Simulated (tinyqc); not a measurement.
CIS on RHF in the sto-3g basis, frozen core, for BeH2, spin multiplicity 1, step by step. Computed by tinyqc, a small Python program that keeps every step (integrals from PySCF). Settings: charge = 0, multiplicity = 1, basis = sto-3g, method = RHF, frozen orbitals = 1, energy threshold = 1e-10, iteration cap = 53, orthogonalisation = symmetric, start = Wolfsberg-Helmholz matrix, DIIS depth = 6. Command: `OMP_NUM_THREADS=1 python tinyqc.py 30344 30345 out.jsonl` (the two numbers bound the seeds that draw the settings). One thread of a shared host (Intel(R) Xeon(R) Processor @ 2.60GHz), about 0.05 s of CPU time with the checks. The early iterations of the SCF are left out here.

## One-electron integrals

Geometry (angstrom):
```
atom         x          y         z
Be    0.000000   0.000000  0.000000
H     0.000000   1.356000  0.005000
H     0.000000  -1.356000  0.005000
```

Basis sto-3g: exponents (1/bohr^2) and contraction coefficients of normalised primitives:
```
element  l (shell)   exponent  coefficient
Be           s (1)  30.167871     0.154329
Be           s (1)   5.495115     0.535328
Be           s (1)   1.487193     0.444635
Be           s (2)   1.314833    -0.099967
Be           s (2)   0.305539     0.399513
Be           s (2)   0.099371     0.700115
Be           p (3)   1.314833     0.155916
Be           p (3)   0.305539     0.607684
Be           p (3)   0.099371     0.391957
H            s (1)   3.425251     0.154329
H            s (1)   0.623914     0.535328
H            s (1)   0.168855     0.444635
```

Overlap, kinetic and nuclear-attraction integrals over the contracted functions; the nuclear repulsion is the sum of Za Zb / Rab.

nuclear repulsion = 3.31709256 hartree

overlap S, order 1Be 1s, 1Be 2s, 1Be 2px, 1Be 2py, 1Be 2pz, 2H 1s, 3H 1s:
$$\begin{pmatrix}
1.000000 & 0.259517 & 0.000000 & 0.000000 & 0.000000 & 0.067075 & 0.067075 \\
0.259517 & 1.000000 & 0.000000 & 0.000000 & 0.000000 & 0.453502 & 0.453502 \\
0.000000 & 0.000000 & 1.000000 & 0.000000 & 0.000000 & 0.000000 & 0.000000 \\
0.000000 & 0.000000 & 0.000000 & 1.000000 & 0.000000 & 0.521348 & -0.521348 \\
0.000000 & 0.000000 & 0.000000 & 0.000000 & 1.000000 & 0.001922 & 0.001922 \\
0.067075 & 0.453502 & 0.000000 & 0.521348 & 0.001922 & 1.000000 & 0.032912 \\
0.067075 & 0.453502 & 0.000000 & -0.521348 & 0.001922 & 0.032912 & 1.000000
\end{pmatrix}$$

kinetic energy T (hartree), order 1Be 1s, 1Be 2s, 1Be 2px, 1Be 2py, 1Be 2pz, 2H 1s, 3H 1s:
$$\begin{pmatrix}
6.693975 & -0.033012 & 0.000000 & 0.000000 & 0.000000 & -0.016176 & -0.016176 \\
-0.033012 & 0.211111 & 0.000000 & 0.000000 & 0.000000 & 0.066653 & 0.066653 \\
0.000000 & 0.000000 & 0.660592 & 0.000000 & 0.000000 & 0.000000 & 0.000000 \\
0.000000 & 0.000000 & 0.000000 & 0.660592 & 0.000000 & 0.188586 & -0.188586 \\
0.000000 & 0.000000 & 0.000000 & 0.000000 & 0.660592 & 0.000695 & 0.000695 \\
-0.016176 & 0.066653 & 0.000000 & 0.188586 & 0.000695 & 0.760032 & -0.009114 \\
-0.016176 & 0.066653 & 0.000000 & -0.188586 & 0.000695 & -0.009114 & 0.760032
\end{pmatrix}$$

nuclear attraction V (hartree), order 1Be 1s, 1Be 2s, 1Be 2px, 1Be 2py, 1Be 2pz, 2H 1s, 3H 1s:
$$\begin{pmatrix}
-15.341584 & -2.101796 & 0.000000 & 0.000000 & -0.000130 & -0.542349 & -0.542349 \\
-2.101796 & -3.045201 & 0.000000 & 0.000000 & -0.001080 & -1.336589 & -1.336589 \\
0.000000 & 0.000000 & -2.950384 & 0.000000 & 0.000000 & 0.000000 & 0.000000 \\
0.000000 & 0.000000 & 0.000000 & -3.179947 & 0.000000 & -1.502431 & 1.502431 \\
-0.000130 & -0.001080 & 0.000000 & 0.000000 & -2.950387 & -0.005663 & -0.005663 \\
-0.542349 & -1.336589 & 0.000000 & -1.502431 & -0.005663 & -2.971143 & -0.113525 \\
-0.542349 & -1.336589 & 0.000000 & 1.502431 & -0.005663 & -0.113525 & -2.971143
\end{pmatrix}$$

core Hamiltonian H = T + V (hartree), order 1Be 1s, 1Be 2s, 1Be 2px, 1Be 2py, 1Be 2pz, 2H 1s, 3H 1s:
$$\begin{pmatrix}
-8.647609 & -2.134809 & 0.000000 & 0.000000 & -0.000130 & -0.558525 & -0.558525 \\
-2.134809 & -2.834090 & 0.000000 & 0.000000 & -0.001080 & -1.269937 & -1.269937 \\
0.000000 & 0.000000 & -2.289792 & 0.000000 & 0.000000 & 0.000000 & 0.000000 \\
0.000000 & 0.000000 & 0.000000 & -2.519355 & 0.000000 & -1.313846 & 1.313846 \\
-0.000130 & -0.001080 & 0.000000 & 0.000000 & -2.289796 & -0.004968 & -0.004968 \\
-0.558525 & -1.269937 & 0.000000 & -1.313846 & -0.004968 & -2.211111 & -0.122638 \\
-0.558525 & -1.269937 & 0.000000 & 1.313846 & -0.004968 & -0.122638 & -2.211111
\end{pmatrix}$$

## Two-electron integrals

Functions are numbered as in S; the eight-fold symmetry (ij|kl) = (ji|kl) = (kl|ij) leaves the list below.

Two-electron integrals (ij|kl) in chemists' order, unique and non-zero (hartree):
```
(11|11) 2.298831    (21|11) 0.392036    (21|21) 0.079539    (22|11) 0.570988
(22|21) 0.143041    (22|22) 0.417683    (31|31) 0.014607    (32|31) 0.021888
(32|32) 0.092265    (33|11) 0.569578    (33|21) 0.143083    (33|22) 0.417589
(33|33) 0.449859    (41|41) 0.014607    (42|41) 0.021888    (42|42) 0.092265
(43|43) 0.024249    (44|11) 0.569578    (44|21) 0.143083    (44|22) 0.417589
(44|33) 0.401360    (44|44) 0.449859    (51|51) 0.014607    (52|51) 0.021888
(52|52) 0.092265    (53|53) 0.024249    (54|54) 0.024249    (55|11) 0.569578
(55|21) 0.143083    (55|22) 0.417589    (55|33) 0.401360    (55|44) 0.401360
(55|55) 0.449859    (61|11) 0.100293    (61|21) 0.020330    (61|22) 0.036825
(61|33) 0.036556    (61|41) 0.001824    (61|42) 0.003409    (61|44) 0.037382
(61|51) 0.000007    (61|52) 0.000013    (61|54) 3.05e-06    (61|55) 0.036556
(61|61) 0.005457    (62|11) 0.221965    (62|21) 0.056305    (62|22) 0.176497
(62|33) 0.170066    (62|41) 0.007406    (62|42) 0.043572    (62|44) 0.189200
(62|51) 0.000027    (62|52) 0.000161    (62|54) 0.000071    (62|55) 0.170066
(62|61) 0.015902    (62|62) 0.106951    (63|31) 0.005435    (63|32) 0.024745
(63|43) 0.007750    (63|53) 0.000029    (63|63) 0.010463    (64|11) 0.230735
(64|21) 0.059290    (64|22) 0.195047    (64|33) 0.183508    (64|41) 0.012137
(64|42) 0.068172    (64|44) 0.217925    (64|51) 0.000025    (64|52) 0.000160
(64|54) 0.000098    (64|55) 0.183508    (64|61) 0.017591    (64|62) 0.135022
(64|64) 0.177045    (65|11) 0.000851    (65|21) 0.000219    (65|22) 0.000719
(65|33) 0.000677    (65|41) 0.000025    (65|42) 0.000160    (65|44) 0.000746
(65|51) 0.005435    (65|52) 0.024746    (65|54) 0.007751    (65|55) 0.000734
(65|61) 0.000065    (65|62) 0.000498    (65|64) 0.000614    (65|65) 0.010465
(66|11) 0.386817    (66|21) 0.099952    (66|22) 0.349165    (66|33) 0.323796
(66|41) 0.016200    (66|42) 0.120112    (66|44) 0.399623    (66|51) 0.000060
(66|52) 0.000443    (66|54) 0.000280    (66|55) 0.323797    (66|61) 0.029132
(66|62) 0.263465    (66|64) 0.354550    (66|65) 0.001307    (66|66) 0.774606
(71|11) 0.100293    (71|21) 0.020330    (71|22) 0.036825    (71|33) 0.036556
(71|41) -0.001824   (71|42) -0.003409   (71|44) 0.037382    (71|51) 0.000007
(71|52) 0.000013    (71|54) -3.05e-06   (71|55) 0.036556    (71|61) 0.004972
(71|62) 0.013412    (71|64) 0.013545    (71|65) 0.000055    (71|66) 0.023417
(71|71) 0.005457    (72|11) 0.221965    (72|21) 0.056305    (72|22) 0.176497
(72|33) 0.170066    (72|41) -0.007406   (72|42) -0.043572   (72|44) 0.189200
(72|51) 0.000027    (72|52) 0.000161    (72|54) -0.000071   (72|55) 0.170066
(72|61) 0.013412    (72|62) 0.057999    (72|64) 0.057849    (72|65) 0.000266
(72|66) 0.106234    (72|71) 0.015902    (72|72) 0.106951    (73|31) 0.005435
(73|32) 0.024745    (73|43) -0.007750   (73|53) 0.000029    (73|63) 0.004619
(73|73) 0.010463    (74|11) -0.230735   (74|21) -0.059290   (74|22) -0.195047
(74|33) -0.183508   (74|41) 0.012137    (74|42) 0.068172    (74|44) -0.217925
(74|51) -0.000025   (74|52) -0.000160   (74|54) 0.000098    (74|55) -0.183508
(74|61) -0.013545   (74|62) -0.057849   (74|64) -0.054965   (74|65) -0.000261
(74|66) -0.103869   (74|71) -0.017591   (74|72) -0.135022   (74|74) 0.177045
(75|11) 0.000851    (75|21) 0.000219    (75|22) 0.000719    (75|33) 0.000677
(75|41) -0.000025   (75|42) -0.000160   (75|44) 0.000746    (75|51) 0.005435
(75|52) 0.024746    (75|54) -0.007751   (75|55) 0.000734    (75|61) 0.000055
(75|62) 0.000266    (75|64) 0.000261    (75|65) 0.004620    (75|66) 0.000499
(75|71) 0.000065    (75|72) 0.000498    (75|74) -0.000614   (75|75) 0.010465
(76|11) 0.020841    (76|21) 0.005151    (76|22) 0.014477    (76|33) 0.014244
(76|44) 0.014934    (76|51) 4.89e-06    (76|52) 0.000023    (76|55) 0.014244
(76|61) 0.001332    (76|62) 0.006281    (76|64) 0.007056    (76|65) 0.000032
(76|66) 0.012773    (76|71) 0.001332    (76|72) 0.006281    (76|74) -0.007056
(76|75) 0.000032    (76|76) 0.000511    (77|11) 0.386817    (77|21) 0.099952
(77|22) 0.349165    (77|33) 0.323796    (77|41) -0.016200   (77|42) -0.120112
(77|44) 0.399623    (77|51) 0.000060    (77|52) 0.000443    (77|54) -0.000280
(77|55) 0.323797    (77|61) 0.023417    (77|62) 0.106234    (77|64) 0.103869
(77|65) 0.000499    (77|66) 0.195086    (77|71) 0.029132    (77|72) 0.263465
(77|74) -0.354550   (77|75) 0.001307    (77|76) 0.012773    (77|77) 0.774606
```

## Orthogonalisation

S = U s U^T; symmetric (Loewdin) form X = U s^(-1/2) U^T, so that X^T S X = 1.

eigenvalues of S: [0.246063, 0.351093, 0.939066, 1.000000, 1.000017, 1.721025, 1.742736]

X, order 1Be 1s, 1Be 2s, 1Be 2px, 1Be 2py, 1Be 2pz, 2H 1s, 3H 1s:
$$\begin{pmatrix}
1.028416 & -0.153173 & 0.000000 & 0.000000 & -0.000073 & 0.018334 & 0.018334 \\
-0.153173 & 1.252118 & 0.000000 & 0.000000 & 0.000937 & -0.308802 & -0.308802 \\
0.000000 & 0.000000 & 1.000000 & 0.000000 & 0.000000 & 0.000000 & 0.000000 \\
0.000000 & 0.000000 & 0.000000 & 1.375114 & 0.000000 & -0.443129 & 0.443129 \\
-0.000073 & 0.000937 & 0.000000 & 0.000000 & 1.000004 & -0.001288 & -0.001288 \\
0.018334 & -0.308802 & 0.000000 & -0.443129 & -0.001288 & 1.299827 & -0.103262 \\
0.018334 & -0.308802 & 0.000000 & 0.443129 & -0.001288 & -0.103262 & 1.299827
\end{pmatrix}$$

## Iteration 6 (converged): orbitals

converged F (hartree), order 1Be 1s, 1Be 2s, 1Be 2px, 1Be 2py, 1Be 2pz, 2H 1s, 3H 1s:
$$\begin{pmatrix}
-4.517338 & -1.287998 & 0.000000 & 0.000000 & 0.000084 & -0.342693 & -0.342693 \\
-1.287998 & -0.629065 & 0.000000 & 0.000000 & -0.000849 & -0.410507 & -0.410507 \\
0.000000 & 0.000000 & 0.212383 & 0.000000 & 0.000000 & 0.000000 & 0.000000 \\
0.000000 & 0.000000 & 0.000000 & -0.229444 & 0.000000 & -0.332273 & 0.332273 \\
0.000084 & -0.000849 & 0.000000 & 0.000000 & 0.212379 & -0.000983 & -0.000983 \\
-0.342693 & -0.410507 & 0.000000 & -0.332273 & -0.000983 & -0.306116 & -0.045687 \\
-0.342693 & -0.410507 & 0.000000 & 0.332273 & -0.000983 & -0.045687 & -0.306116
\end{pmatrix}$$

Diagonalise F' = X^T F X, C = X C', fill 3 alpha and 3 beta electrons from the bottom; D = 2 C_occ C_occ^T. Each column has its largest component positive (the first on a tie).

F' = X^T F X (hartree):
$$\begin{pmatrix}
-4.408164 & -0.690636 & 0.000000 & 0.000000 & 0.000087 & -0.052040 & -0.052040 \\
-0.690636 & -0.095213 & 0.000000 & 0.000000 & 0.000375 & -0.331220 & -0.331220 \\
0.000000 & 0.000000 & 0.212383 & 0.000000 & 0.000000 & 0.000000 & 0.000000 \\
0.000000 & 0.000000 & 0.000000 & 0.273744 & 0.000000 & -0.469848 & 0.469848 \\
0.000087 & 0.000375 & 0.000000 & 0.000000 & 0.212384 & -0.001248 & -0.001248 \\
-0.052040 & -0.331220 & 0.000000 & -0.469848 & -0.001248 & 0.101341 & -0.122217 \\
-0.052040 & -0.331220 & 0.000000 & 0.469848 & -0.001248 & -0.122217 & 0.101341
\end{pmatrix}$$

orbital energies (hartree): MO1 -4.520777, MO2 -0.453177, MO3 -0.416288, MO4 0.212376, MO5 0.212383, MO6 0.449709, MO7 0.913590

coefficients C, order 1Be 1s, 1Be 2s, 1Be 2px, 1Be 2py, 1Be 2pz, 2H 1s, 3H 1s:
$$\begin{pmatrix}
0.991758 & -0.222529 & 0.000000 & 0.001669 & 0.000000 & -0.220610 & 0.000000 \\
0.031782 & 0.562495 & 0.000000 & -0.007508 & 0.000000 & 1.210171 & 0.000000 \\
0.000000 & 0.000000 & 0.000000 & 0.000000 & 1.000000 & 0.000000 & 0.000000 \\
0.000000 & 0.000000 & 0.502416 & 0.000000 & 0.000000 & 0.000000 & 1.425218 \\
-0.000002 & 0.000878 & 0.000000 & 0.999972 & 0.000000 & 0.008207 & 0.000000 \\
-0.003005 & 0.393943 & 0.407288 & 0.003183 & 0.000000 & -0.810167 & -1.007377 \\
-0.003005 & 0.393943 & -0.407288 & 0.003183 & 0.000000 & -0.810167 & 1.007377
\end{pmatrix}$$

D after iteration 6, order 1Be 1s, 1Be 2s, 1Be 2px, 1Be 2py, 1Be 2pz, 2H 1s, 3H 1s:
$$\begin{pmatrix}
2.066206 & -0.187303 & 0.000000 & 0.000000 & -0.000395 & -0.181287 & -0.181287 \\
-0.187303 & 0.634821 & 0.000000 & 0.000000 & 0.000988 & 0.442991 & 0.442991 \\
0.000000 & 0.000000 & 0.000000 & 0.000000 & 0.000000 & 0.000000 & 0.000000 \\
0.000000 & 0.000000 & 0.000000 & 0.504844 & 0.000000 & 0.409256 & -0.409256 \\
-0.000395 & 0.000988 & 0.000000 & 0.000000 & 0.000002 & 0.000692 & 0.000692 \\
-0.181287 & 0.442991 & 0.000000 & 0.409256 & 0.000692 & 0.642167 & -0.021367 \\
-0.181287 & 0.442991 & 0.000000 & -0.409256 & 0.000692 & -0.021367 & 0.642167
\end{pmatrix}$$

## Convergence

Stop when the energy changes by less than 1e-10 hartree and every element of the error matrix X^T (F D S - S D F) X is below 3e-06.

Course of the cycle:
```
iteration   E (hartree)     change  largest element of the error matrix
1          -15.54389913          -                             1.27e-01
2          -15.55774198  -1.38e-02                             1.47e-02
3          -15.55799889  -2.57e-04                             1.40e-03
4          -15.55800307  -4.18e-06                             1.12e-05
5          -15.55800307  -5.25e-10                             2.73e-06
6          -15.55800307  -2.20e-11                             2.46e-07
```

PySCF RHF in the same basis = -15.55800307 hartree

Converged in 6 iterations.

## Integrals over molecular orbitals

(pq|rs) = sum C_ip C_jq C_kr C_ls (ij|kl), one index at a time.

one-electron integrals over orbitals h = C^T H C (hartree):
$$\begin{pmatrix}
-8.635991 & 0.222836 & 0.000000 & -0.001776 & 0.000000 & 0.195864 & 0.000000 \\
0.222836 & -2.444635 & 0.000000 & 0.000276 & 0.000000 & -0.181999 & 0.000000 \\
0.000000 & 0.000000 & -2.404226 & 0.000000 & 0.000000 & 0.000000 & -0.285592 \\
-0.001776 & 0.000276 & 0.000000 & -2.289783 & 0.000000 & -0.001837 & 0.000000 \\
0.000000 & 0.000000 & 0.000000 & 0.000000 & -2.289792 & 0.000000 & 0.000000 \\
0.195864 & -0.181999 & 0.000000 & -0.001837 & 0.000000 & -1.914111 & 0.000000 \\
0.000000 & 0.000000 & -0.285592 & 0.000000 & 0.000000 & 0.000000 & -1.810910
\end{pmatrix}$$

Two-electron integrals over orbitals (pq|rs), unique and non-zero (hartree); the lowest 1 orbital is frozen and left out:
```
(22|22) 0.395680    (32|32) 0.163898    (33|22) 0.408923    (33|33) 0.432131
(42|22) 0.000379    (42|33) 0.000372    (42|42) 0.049145    (43|32) 0.000421
(43|43) 0.014405    (44|22) 0.367352    (44|33) 0.354214    (44|42) -0.000898
(44|44) 0.449864    (52|52) 0.049145    (53|53) 0.014404    (54|52) -0.000315
(54|54) 0.024251    (55|22) 0.367355    (55|33) 0.354215    (55|42) -0.000269
(55|44) 0.401359    (55|55) 0.449859    (62|22) -0.023421   (62|33) -0.046661
(62|42) -0.000102   (62|44) 0.054134    (62|55) 0.054140    (62|62) 0.078281
(63|32) -0.094269   (63|43) -0.000345   (63|63) 0.083688    (64|22) 0.000144
(64|33) -0.000083   (64|42) 0.047334    (64|44) -0.000233   (64|55) 0.000205
(64|62) 0.000724    (64|64) 0.050780    (65|52) 0.047342    (65|54) -0.000219
(65|65) 0.050786    (66|22) 0.394613    (66|33) 0.405665    (66|42) 0.000917
(66|44) 0.365823    (66|55) 0.365832    (66|62) -0.033876   (66|64) 0.000606
(66|66) 0.409746    (72|32) -0.043642   (72|43) -0.000398   (72|63) 0.061312
(72|72) 0.056642    (73|22) -0.004894   (73|33) -0.020390   (73|42) -0.000572
(73|44) 0.060670    (73|55) 0.060670    (73|62) 0.073659    (73|64) 0.000260
(73|66) -0.025459   (73|73) 0.082961    (74|32) -0.000973   (74|43) 0.013719
(74|63) 0.000578    (74|72) 0.000151    (74|74) 0.016614    (75|53) 0.013721
(75|75) 0.016607    (76|32) 0.142526    (76|43) 0.000479    (76|63) -0.094831
(76|72) -0.054727   (76|74) -0.000845   (76|76) 0.140246    (77|22) 0.424962
(77|33) 0.443495    (77|42) 0.000077    (77|44) 0.389663    (77|55) 0.389661
(77|62) -0.034383   (77|64) -0.000252   (77|66) 0.433115    (77|73) -0.009066
(77|77) 0.484930
```

## CIS matrix, singlets

A(ia,jb) = (e_a - e_i) d_ij d_ab + 2 (ia|jb) - (ij|ab).

CIS matrix A, singlet (hartree), order 2>4, 2>5, 2>6, 2>7, 3>4, 3>5, 3>6, 3>7:
$$\begin{pmatrix}
0.396491 & 0.000000 & -0.000348 & 0.000000 & 0.000000 & 0.000000 & 0.000000 & -0.000171 \\
0.000000 & 0.396495 & 0.000000 & 0.000000 & 0.000000 & 0.000000 & 0.000000 & 0.000000 \\
-0.000348 & 0.000000 & 0.664835 & 0.000000 & 0.000000 & 0.000000 & 0.000000 & 0.004791 \\
0.000000 & 0.000000 & 0.000000 & 1.055091 & 0.000178 & 0.000000 & -0.019903 & 0.000000 \\
0.000000 & 0.000000 & 0.000000 & 0.000178 & 0.303262 & 0.000000 & -0.000608 & 0.000000 \\
0.000000 & 0.000000 & 0.000000 & 0.000000 & 0.000000 & 0.303264 & 0.000000 & 0.000000 \\
0.000000 & 0.000000 & 0.000000 & -0.019903 & -0.000608 & 0.000000 & 0.627707 & 0.000000 \\
-0.000171 & 0.000000 & 0.004791 & 0.000000 & 0.000000 & 0.000000 & 0.000000 & 1.052304
\end{pmatrix}$$

## CIS singlet states

dipole integrals <i|r|a> (bohr), order 2>4, 2>5, 2>6, 2>7, 3>4, 3>5, 3>6, 3>7:
$$\begin{pmatrix}
0.000000 & 0.000000 & 0.966204 \\
0.966211 & 0.000000 & 0.000000 \\
0.000000 & 0.000000 & 0.002628 \\
0.000000 & -0.601236 & 0.000000 \\
0.000000 & 0.003567 & 0.000000 \\
0.000000 & 0.000000 & 0.000000 \\
0.000000 & -1.146422 & 0.000000 \\
0.000000 & 0.000000 & -0.007045
\end{pmatrix}$$

Diagonalise A (1 hartree = 27.211386 eV); each vector has its largest component positive (the first on a tie). The transition dipole is mu = sqrt2 sum c_ia <i|r|a>.

singlet excitation energies (eV): [8.252137, 8.252226, 10.789066, 10.789181, 17.055653, 18.089475, 28.636276, 28.735644]

lowest vectors, order 2>4, 2>5, 2>6, 2>7, 3>4, 3>5, 3>6, 3>7:
$$\begin{pmatrix}
0.000000 & 0.000000 & 0.999999 & 0.000000 & 0.000000 & -0.001289 \\
0.000000 & 0.000000 & 0.000000 & 1.000000 & 0.000000 & 0.000000 \\
0.000000 & 0.000000 & 0.001292 & 0.000000 & 0.000000 & 0.999923 \\
-0.000187 & 0.000000 & 0.000000 & 0.000000 & 0.046419 & 0.000000 \\
0.999998 & 0.000000 & 0.000000 & 0.000000 & -0.001853 & 0.000000 \\
0.000000 & 1.000000 & 0.000000 & 0.000000 & 0.000000 & 0.000000 \\
0.001864 & 0.000000 & 0.000000 & 0.000000 & 0.998920 & 0.000000 \\
0.000000 & 0.000000 & 0.000252 & 0.000000 & 0.000000 & -0.012363
\end{pmatrix}$$

oscillator strengths 2/3 w |mu|^2: [0.000001, 0.000000, 0.493526, 0.493538, 1.150074, 0.000002]

Within a degenerate level the vectors are fixed only up to a rotation; this is one choice.

## CIS matrix, triplets

A(ia,jb) = (e_a - e_i) d_ij d_ab - (ij|ab).

CIS matrix A, triplet (hartree), order 2>4, 2>5, 2>6, 2>7, 3>4, 3>5, 3>6, 3>7:
$$\begin{pmatrix}
0.298201 & 0.000000 & -0.000144 & 0.000000 & 0.000000 & 0.000000 & 0.000000 & 0.000973 \\
0.000000 & 0.298205 & 0.000000 & 0.000000 & 0.000000 & 0.000000 & 0.000000 & 0.000000 \\
-0.000144 & 0.000000 & 0.508273 & 0.000000 & 0.000000 & 0.000000 & 0.000000 & -0.142526 \\
0.000000 & 0.000000 & 0.000000 & 0.941806 & 0.000973 & 0.000000 & -0.142526 & 0.000000 \\
0.000000 & 0.000000 & 0.000000 & 0.000973 & 0.274451 & 0.000000 & 0.000083 & 0.000000 \\
0.000000 & 0.000000 & 0.000000 & 0.000000 & 0.000000 & 0.274456 & 0.000000 & 0.000000 \\
0.000000 & 0.000000 & 0.000000 & -0.142526 & 0.000083 & 0.000000 & 0.460332 & 0.000000 \\
0.000973 & 0.000000 & -0.142526 & 0.000000 & 0.000000 & 0.000000 & 0.000000 & 0.886383
\end{pmatrix}$$

## CIS triplet states

Diagonalise A (1 hartree = 27.211386 eV); each vector has its largest component positive (the first on a tie).

triplet excitation energies (eV): [7.468133, 7.468337, 8.114426, 8.114568, 11.464300, 12.532673, 25.417891, 26.689860]

lowest vectors, order 2>4, 2>5, 2>6, 2>7, 3>4, 3>5, 3>6, 3>7:
$$\begin{pmatrix}
0.000000 & 0.000000 & 0.999998 & 0.000000 & 0.000000 & 0.001060 \\
0.000000 & 0.000000 & 0.000000 & 1.000000 & 0.000000 & 0.000000 \\
0.000000 & 0.000000 & -0.000522 & 0.000000 & 0.000000 & 0.948290 \\
-0.001857 & 0.000000 & 0.000000 & 0.000000 & 0.264099 & 0.000000 \\
0.999997 & 0.000000 & 0.000000 & 0.000000 & 0.002292 & 0.000000 \\
0.000000 & 1.000000 & 0.000000 & 0.000000 & 0.000000 & 0.000000 \\
-0.001868 & 0.000000 & 0.000000 & 0.000000 & 0.964493 & 0.000000 \\
0.000000 & 0.000000 & -0.001781 & 0.000000 & 0.000000 & 0.317403
\end{pmatrix}$$

Within a degenerate level the vectors are fixed only up to a rotation; this is one choice.
